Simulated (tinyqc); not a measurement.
Which input was changed? Model: size effects in the resistivity of thin metal films and interconnect lines. Computed by tinyqc, a small Python program. Command: `OMP_NUM_THREADS=1 python tinyqc.py 3021387 3021388 out.jsonl size which`. One thread of a shared host (Intel(R) Xeon(R) Processor @ 2.30GHz), about 0.05 s of CPU time with the checks.

Electrons lose their drift at surfaces (a share 1 - p of the hits) and at grain boundaries (reflection R), besides bulk scattering. The line sits in a trench with a non-conducting liner on both walls and the bottom; the spacing equals the drawn width.

Inputs (values chosen for the exercise, modelled on silver):
```
quantity,value,unit
bulk resistivity rho_b,1.58,microohm cm
bulk mean free path lambda,51.8,nm
specularity p,0,-
grain-boundary reflection R,0.39,-
drawn line width w,7.5,nm
grain size over metal width,2.3,-
aspect ratio (height over width),2.8,-
liner thickness t,0.4,nm
line length,1.8,micrometre
permittivity of the dielectric k,3.2,-
```

Geometry: line.

Constants: eps_0 = 8.8541878128e-12 F/m.

Method:
- Metal width w_m = w - 2t, height h_m = (aspect ratio) w - t, grain size D = (ratio) w_m.
- Mayadas-Shatzkes: alpha = (lambda/D) R/(1 - R); rho_b/rho = 1 - 3 alpha/2 + 3 alpha^2 - 3 alpha^3 ln(1 + 1/alpha).
- Fuchs-Sondheimer film: rho_b/rho = 1 - (3/(2 kappa))(1 - p) int_0^1 (s - s^3)(1 - exp(-kappa/s))/(1 - p exp(-kappa/s)) ds, f = rho/rho_b, kappa = thickness/lambda, 80 Gauss-Legendre points.
- Line: the excess of a film of thickness w_m and of a film of thickness h_m are added, rho/rho_b = 1 + (f(w_m) - 1) + (f(h_m) - 1), an estimate that holds best when both sides exceed lambda.
- Total: rho = rho_b [1 + surface excess + grain excess]; resistance per length rho/(w_m h_m); capacitance per length C = 2 k eps_0 (aspect ratio + 1/2), a parallel-plate estimate for two neighbours plus a fixed term for the planes above and below; delay 0.38 R C L^2; effective resistivity per drawn area.

Task: One of these inputs alone was changed, within the range given: bulk resistivity rho_b (0.79 to 3.16); grain size over metal width (1.15 to 4.6); aspect ratio (height over width) (1.4 to 5.6); permittivity of the dielectric k (1.6 to 6.4). Which one, and to what value?

Results:
```
run,RC delay (ps),rho/rho_b from surfaces,rho/rho_b from grains
before,0.2134481,5.179230,3.919295
after,0.2262816,5.386008,3.919295
```

Result:

Each candidate set to reproduce RC delay, and what it then gives:
```
candidate,range searched,value needed,rho/rho_b from surfaces,rho/rho_b from grains
bulk resistivity rho_b (microohm cm),0.79 to 3.16,1.675,5.1792,3.9193
grain size over metal width,1.15 to 4.6,1.967,5.1792,4.4062
aspect ratio (height over width),1.4 to 5.6,2.340,5.3860,3.9193
permittivity of the dielectric k,1.6 to 6.4,3.392,5.1792,3.9193
```

Only aspect ratio (height over width) fits every result: it went from 2.8 to 2.34. The next best candidate, permittivity of the dielectric k, misses one result by 3.8 %.

Caution: for lines much narrower than lambda adding the two film terms and the grain term underestimates the resistivity.
